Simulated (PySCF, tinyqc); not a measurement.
RHF in the sto-3g basis, for H4, spin multiplicity 1, step by step. The lowest restricted solution is unstable here: a spin-polarised one lies 0.0497 hartree lower (PySCF). Computed by tinyqc, a small Python program that keeps every step (integrals from PySCF). Settings: charge = 0, multiplicity = 1, basis = sto-3g, energy threshold = 1e-10, iteration cap = 59, orthogonalisation = symmetric, start = atomic densities, DIIS depth = 3, method = RHF. Command: `OMP_NUM_THREADS=1 python tinyqc.py 24411 24412 out.jsonl` (the two numbers bound the seeds that draw the settings). One thread of a shared host (Intel(R) Xeon(R) Processor @ 2.60GHz), about 0.04 s of CPU time with the checks. Later iterations appear only in the table of the cycle.

## One-electron integrals

Geometry (angstrom):
```
atom,x,y,z
H,0.000000,0.000000,0.000000
H,0.000000,0.000000,1.247000
H,0.000000,1.586000,0.000000
H,0.000000,1.586000,1.247000
```

Basis sto-3g: exponents (1/bohr^2) and contraction coefficients of normalised primitives:
```
element,l (shell),exponent,coefficient
H,s (1),3.425251,0.154329
H,s (1),0.623914,0.535328
H,s (1),0.168855,0.444635
```

Overlap, kinetic and nuclear-attraction integrals over the contracted functions; the nuclear repulsion is the sum of Za Zb / Rab.

nuclear repulsion = 2.04061166 hartree

overlap S, lower triangle:
```
,1H 1s,2H 1s,3H 1s,4H 1s
1H 1s,1.000000
2H 1s,0.363911,1.000000
3H 1s,0.226698,0.115829,1.000000
4H 1s,0.115829,0.226698,0.363911,1.000000
```

kinetic energy T (hartree), lower triangle:
```
,1H 1s,2H 1s,3H 1s,4H 1s
1H 1s,0.760032
2H 1s,0.043150,0.760032
3H 1s,0.003301,-0.010309,0.760032
4H 1s,-0.010309,0.003301,0.043150,0.760032
```

nuclear attraction V (hartree), lower triangle:
```
,1H 1s,2H 1s,3H 1s,4H 1s
1H 1s,-2.241000
2H 1s,-0.744889,-2.241000
3H 1s,-0.445032,-0.232845,-2.241000
4H 1s,-0.232845,-0.445032,-0.744889,-2.241000
```

core Hamiltonian H = T + V (hartree), lower triangle:
```
,1H 1s,2H 1s,3H 1s,4H 1s
1H 1s,-1.480968
2H 1s,-0.701739,-1.480968
3H 1s,-0.441731,-0.243155,-1.480968
4H 1s,-0.243155,-0.441731,-0.701739,-1.480968
```

## Two-electron integrals

Functions are numbered as in S; the eight-fold symmetry (ij|kl) = (ji|kl) = (kl|ij) leaves the list below.

Two-electron integrals (ij|kl) in chemists' order, unique and non-zero (hartree):
```
i,j,k,l,(ij|kl)
1,1,1,1,0.774606
2,1,1,1,0.210195
2,1,2,1,0.079745
2,2,1,1,0.405189
2,2,2,1,0.210195
2,2,2,2,0.774606
3,1,1,1,0.118642
3,1,2,1,0.036209
3,1,2,2,0.077906
3,1,3,1,0.028631
3,2,1,1,0.049792
3,2,2,1,0.019683
3,2,2,2,0.054015
3,2,3,1,0.012568
3,2,3,2,0.006898
3,3,1,1,0.328721
3,3,2,1,0.110548
3,3,2,2,0.261461
3,3,3,1,0.118642
3,3,3,2,0.054015
3,3,3,3,0.774606
4,1,1,1,0.054015
4,1,2,1,0.019683
4,1,2,2,0.049792
4,1,3,1,0.012568
4,1,3,2,0.006765
4,1,3,3,0.049792
4,1,4,1,0.006898
4,2,1,1,0.077906
4,2,2,1,0.036209
4,2,2,2,0.118642
4,2,3,1,0.018929
4,2,3,2,0.012568
4,2,3,3,0.077906
4,2,4,1,0.012568
4,2,4,2,0.028631
4,3,1,1,0.110548
4,3,2,1,0.041896
4,3,2,2,0.110548
4,3,3,1,0.036209
4,3,3,2,0.019683
4,3,3,3,0.210195
4,3,4,1,0.019683
4,3,4,2,0.036209
4,3,4,3,0.079745
4,4,1,1,0.261461
4,4,2,1,0.110548
4,4,2,2,0.328721
4,4,3,1,0.077906
4,4,3,2,0.049792
4,4,3,3,0.405189
4,4,4,1,0.054015
4,4,4,2,0.118642
4,4,4,3,0.210195
4,4,4,4,0.774606
```

## Orthogonalisation

S = U s U^T; symmetric (Loewdin) form X = U s^(-1/2) U^T, so that X^T S X = 1.

eigenvalues of S: 0.525219  0.746958  1.021384  1.706438

X, lower triangle:
```
,1H 1s,2H 1s,3H 1s,4H 1s
1H 1s,1.072971
2H 1s,-0.195475,1.072971
3H 1s,-0.111689,-0.000291,1.072971
4H 1s,-0.000291,-0.111689,-0.195475,1.072971
```

## Starting guess

The start is atomic minimal-basis densities projected into this basis (PySCF's MINAO start) and scaled to the electron count of each spin; this density is not idempotent, so its energy is not variational and may lie below the converged one.

D at the start, lower triangle:
```
,1H 1s,2H 1s,3H 1s,4H 1s
1H 1s,0.951556
2H 1s,0.082727,0.951556
3H 1s,0.067794,0.025638,0.951556
4H 1s,0.025638,0.067794,0.082727,0.951556
```

## Iteration 1: building the Fock matrix

J_ij = sum D_kl (ij|kl), K_ij = sum D_kl (ik|jl); F = H + J - 0.5 K; E = tr D H + tr D J / 2 - 0.25 tr D K + E_nn.

Coulomb J (hartree), lower triangle:
```
,1H 1s,2H 1s,3H 1s,4H 1s
1H 1s,1.769273
2H 1s,0.642372,1.769273
3H 1s,0.393771,0.208178,1.769273
4H 1s,0.208178,0.393771,0.642372,1.769273
```

exchange K (hartree), lower triangle:
```
,1H 1s,2H 1s,3H 1s,4H 1s
1H 1s,0.907010
2H 1s,0.482850,0.907010
3H 1s,0.311315,0.212984,0.907010
4H 1s,0.212984,0.311315,0.482850,0.907010
```

Fock matrix F (hartree), lower triangle:
```
,1H 1s,2H 1s,3H 1s,4H 1s
1H 1s,-0.165200
2H 1s,-0.300792,-0.165200
3H 1s,-0.203617,-0.141469,-0.165200
4H 1s,-0.141469,-0.203617,-0.300792,-0.165200
```

total energy of this density = -1.36532816 hartree

This density is the starting one; it is not idempotent, so its energy is not variational and may lie below the converged one.

## Iteration 1: diagonalisation and new density

Diagonalise F' = X^T F X, C = X C', fill 2 alpha and 2 beta electrons from the bottom; D = 2 C_occ C_occ^T. Each column has its largest component positive (the first on a tie).

F' = X^T F X (hartree), lower triangle:
```
,1,2,3,4
1,-0.029716
2,-0.267124,-0.029716
3,-0.158775,-0.019690,-0.029716
4,-0.019690,-0.158775,-0.267124,-0.029716
```

orbital energies (hartree): MO1 -0.475305, MO2 -0.118375, MO3 0.098323, MO4 0.376492

coefficients C:
```
,MO1,MO2,MO3,MO4
1H 1s,0.382758,0.494738,0.578525,0.689922
2H 1s,0.382758,0.494738,-0.578525,-0.689922
3H 1s,0.382758,-0.494738,0.578525,-0.689922
4H 1s,0.382758,-0.494738,-0.578525,0.689922
```

D after iteration 1, lower triangle:
```
,1H 1s,2H 1s,3H 1s,4H 1s
1H 1s,0.782540
2H 1s,0.782540,0.782540
3H 1s,-0.196524,-0.196524,0.782540
4H 1s,-0.196524,-0.196524,0.782540,0.782540
```

## Iteration 2: building the Fock matrix

As before.

Coulomb J (hartree), lower triangle:
```
,1H 1s,2H 1s,3H 1s,4H 1s
1H 1s,1.769010
2H 1s,0.648429,1.769010
3H 1s,0.392379,0.208827,1.769010
4H 1s,0.208827,0.392379,0.648429,1.769010
```

exchange K (hartree), lower triangle:
```
,1H 1s,2H 1s,3H 1s,4H 1s
1H 1s,0.955177
2H 1s,0.676068,0.955177
3H 1s,0.222906,0.180858,0.955177
4H 1s,0.180858,0.222906,0.676068,0.955177
```

Fock matrix F (hartree), lower triangle:
```
,1H 1s,2H 1s,3H 1s,4H 1s
1H 1s,-0.189547
2H 1s,-0.391345,-0.189547
3H 1s,-0.160806,-0.124757,-0.189547
4H 1s,-0.124757,-0.160806,-0.391345,-0.189547
```

total energy of this density = -1.90320624 hartree

## Iteration 2: DIIS over 2 matrices

error matrix X^T (FDS - SDF) X:
```
,1,2,3,4
1,0.000000,0.000000,0.000000,0.000000
2,0.000000,0.000000,0.000000,0.000000
3,0.000000,0.000000,0.000000,0.000000
4,0.000000,0.000000,0.000000,0.000000
```

B (overlaps of the stored error matrices):
```
,1,2
1,0.0000000e+00,0.0000000e+00
2,0.0000000e+00,0.0000000e+00
```

Minimise |sum c_i e_i|^2 with sum c_i = 1: solve [B -1; -1 0][c; lambda] = [0; -1] with B_ij = tr e_i^T e_j, and take F = sum c_i F_i.

DIIS coefficients: 0.859629  0.140371

extrapolated F (hartree), lower triangle:
```
,1H 1s,2H 1s,3H 1s,4H 1s
1H 1s,-0.168618
2H 1s,-0.313503,-0.168618
3H 1s,-0.197608,-0.139123,-0.168618
4H 1s,-0.139123,-0.197608,-0.313503,-0.168618
```

## Iteration 2: diagonalisation and new density

As before.

F' = X^T F X (hartree), lower triangle:
```
,1,2,3,4
1,-0.029831
2,-0.281272,-0.029831
3,-0.152264,-0.016493,-0.029831
4,-0.016493,-0.152264,-0.281272,-0.029831
```

orbital energies (hartree): MO1 -0.479860, MO2 -0.142346, MO3 0.115670, MO4 0.387211

coefficients C:
```
,MO1,MO2,MO3,MO4
1H 1s,0.382758,0.494738,0.578525,0.689922
2H 1s,0.382758,0.494738,-0.578525,-0.689922
3H 1s,0.382758,-0.494738,0.578525,-0.689922
4H 1s,0.382758,-0.494738,-0.578525,0.689922
```

D after iteration 2, lower triangle:
```
,1H 1s,2H 1s,3H 1s,4H 1s
1H 1s,0.782540
2H 1s,0.782540,0.782540
3H 1s,-0.196524,-0.196524,0.782540
4H 1s,-0.196524,-0.196524,0.782540,0.782540
```

## Iteration 3: building the Fock matrix

As before.

Coulomb J (hartree), lower triangle:
```
,1H 1s,2H 1s,3H 1s,4H 1s
1H 1s,1.769010
2H 1s,0.648429,1.769010
3H 1s,0.392379,0.208827,1.769010
4H 1s,0.208827,0.392379,0.648429,1.769010
```

exchange K (hartree), lower triangle:
```
,1H 1s,2H 1s,3H 1s,4H 1s
1H 1s,0.955177
2H 1s,0.676068,0.955177
3H 1s,0.222906,0.180858,0.955177
4H 1s,0.180858,0.222906,0.676068,0.955177
```

Fock matrix F (hartree), lower triangle:
```
,1H 1s,2H 1s,3H 1s,4H 1s
1H 1s,-0.189547
2H 1s,-0.391345,-0.189547
3H 1s,-0.160806,-0.124757,-0.189547
4H 1s,-0.124757,-0.160806,-0.391345,-0.189547
```

total energy of this density = -1.90320624 hartree

## Iteration 3 (converged): orbitals

As before.

F' = X^T F X (hartree), lower triangle:
```
,1,2,3,4
1,-0.030538
2,-0.367913,-0.030538
3,-0.112391,0.003086,-0.030538
4,0.003086,-0.112391,-0.367913,-0.030538
```

orbital energies (hartree): MO1 -0.507756, MO2 -0.289145, MO3 0.221899, MO4 0.452852

coefficients C:
```
,MO1,MO2,MO3,MO4
1H 1s,0.382758,0.494738,0.578525,0.689922
2H 1s,0.382758,0.494738,-0.578525,-0.689922
3H 1s,0.382758,-0.494738,0.578525,-0.689922
4H 1s,0.382758,-0.494738,-0.578525,0.689922
```

D after iteration 3, lower triangle:
```
,1H 1s,2H 1s,3H 1s,4H 1s
1H 1s,0.782540
2H 1s,0.782540,0.782540
3H 1s,-0.196524,-0.196524,0.782540
4H 1s,-0.196524,-0.196524,0.782540,0.782540
```

## Convergence

Stop when the energy changes by less than 1e-10 hartree and every element of the error matrix X^T (F D S - S D F) X is below 3e-06.

Course of the cycle:
```
iteration,E (hartree),change,largest element of the error matrix
1,-1.36532816,-,2.33e-16
2,-1.90320624,-5.38e-01,4.76e-16
3,-1.90320624,4.44e-16,1.17e-15
```

PySCF RHF in the same basis = -1.90320624 hartree

Converged in 3 iterations.

## Populations, bond orders and dipole

Mulliken: Z minus the diagonal of D S on the atom; Loewdin: the same with S^(1/2) D S^(1/2); Mayer order: 2 sum_s sum (D(s) S)_ij (D(s) S)_ji over the two atoms.

Charges (e):
```
atom,Mulliken,Loewdin
1H,0,0
2H,0,0
3H,0,0
4H,0,0
```

Mayer bond orders:
```
pair,order
2-1,1.000000
3-1,0
3-2,0
4-1,0
4-2,0
4-3,1.000000
```

dipole moment about the origin, x y z (debye): 0.000000  0.000000  0.000000
